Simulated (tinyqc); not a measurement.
Inside a calculation. Method: UHF in the sto-6g basis, for Li, spin multiplicity 2. This run ends on a higher stationary point, not on the lowest solution. One step of it, computed by the program tinyqc.

Problem. Iteration 2: building the Fock matrix. J_ij = sum D_kl (ij|kl) with D = D(alpha) + D(beta), K_ij = sum D_kl (ik|jl) for each spin; F = H + J - K(s); E = tr D H + tr D J / 2 - 0.5 sum_s tr D(s) K(s) + E_nn.

D(alpha) after iteration 1, lower triangle:
```
           1Li 1s    1Li 2s   1Li 2px   1Li 2py   1Li 2pz
1Li 1s   0.986004
1Li 2s   0.027997  0.000795
1Li 2px  0.000000  0.000000  1.000000
1Li 2py  0.000000  0.000000  0.000000  0.000000
1Li 2pz  0.000000  0.000000  0.000000  0.000000  0.000000
```

D(beta) after iteration 1, lower triangle:
```
           1Li 1s    1Li 2s   1Li 2px   1Li 2py   1Li 2pz
1Li 1s   0.986893
1Li 2s   0.026304  0.000705
1Li 2px  0.000000  0.000000  0.000000
1Li 2py  0.000000  0.000000  0.000000  0.000000
1Li 2pz  0.000000  0.000000  0.000000  0.000000  0.000000
```

core Hamiltonian H = T + V (hartree), lower triangle:
```
            1Li 1s     1Li 2s    1Li 2px    1Li 2py    1Li 2pz
1Li 1s   -4.450402
1Li 2s   -0.939085  -1.093522
1Li 2px   0.000000   0.000000  -0.879985
1Li 2py   0.000000   0.000000   0.000000  -0.879985
1Li 2pz   0.000000   0.000000   0.000000   0.000000  -0.879985
```

Two-electron integrals (ij|kl) in chemists' order, unique and non-zero (hartree):
```
(11|11) 1.681247   (21|11) 0.242603   (21|21) 0.044507   (22|11) 0.397190
(22|21) 0.090279   (22|22) 0.290625   (31|31) 0.009437   (32|31) 0.014261
(32|32) 0.064236   (33|11) 0.397190   (33|21) 0.090279   (33|22) 0.290625
(33|33) 0.313125   (41|41) 0.009437   (42|41) 0.014261   (42|42) 0.064236
(43|43) 0.016875   (44|11) 0.397190   (44|21) 0.090279   (44|22) 0.290625
(44|33) 0.279374   (44|44) 0.313125   (51|51) 0.009437   (52|51) 0.014261
(52|52) 0.064236   (53|53) 0.016875   (54|54) 0.016875   (55|11) 0.397190
(55|21) 0.090279   (55|22) 0.290625   (55|33) 0.279374   (55|44) 0.279374
(55|55) 0.313125
```

nuclear repulsion = 0 hartree

Give: Coulomb J; exchange K(alpha); exchange K(beta); F(alpha); F(beta); total energy of this density.

Solution.

Coulomb J (hartree), lower triangle:
```
         1Li 1s  1Li 2s  1Li 2px  1Li 2py  1Li 2pz
1Li 1s   3.7411
1Li 2s   0.5739  1.0845
1Li 2px  0.0000  0.0000   1.1070
1Li 2py  0.0000  0.0000   0.0000   1.0732
1Li 2pz  0.0000  0.0000   0.0000   0.0000   1.0732
```

exchange K(alpha) (hartree), lower triangle:
```
         1Li 1s  1Li 2s  1Li 2px  1Li 2py  1Li 2pz
1Li 1s   1.6808
1Li 2s   0.2659  0.1134
1Li 2px  0.0000  0.0000   0.3233
1Li 2py  0.0000  0.0000   0.0000   0.0270
1Li 2pz  0.0000  0.0000   0.0000   0.0000   0.0270
```

exchange K(beta) (hartree), lower triangle:
```
         1Li 1s  1Li 2s  1Li 2px  1Li 2py  1Li 2pz
1Li 1s   1.6720
1Li 2s   0.2511  0.0489
1Li 2px  0.0000  0.0000   0.0101
1Li 2py  0.0000  0.0000   0.0000   0.0101
1Li 2pz  0.0000  0.0000   0.0000   0.0000   0.0101
```

F(alpha) (hartree), lower triangle:
```
          1Li 1s   1Li 2s  1Li 2px  1Li 2py  1Li 2pz
1Li 1s   -2.3901
1Li 2s   -0.6311  -0.1224
1Li 2px   0.0000   0.0000  -0.0963
1Li 2py   0.0000   0.0000   0.0000   0.1662
1Li 2pz   0.0000   0.0000   0.0000   0.0000   0.1662
```

F(beta) (hartree), lower triangle:
```
          1Li 1s   1Li 2s  1Li 2px  1Li 2py  1Li 2pz
1Li 1s   -2.3813
1Li 2s   -0.6163  -0.0579
1Li 2px   0.0000   0.0000   0.2169
1Li 2py   0.0000   0.0000   0.0000   0.1831
1Li 2pz   0.0000   0.0000   0.0000   0.0000   0.1831
```

total energy of this density = -7.317390 hartree

This density is a damped mixture and is not idempotent.
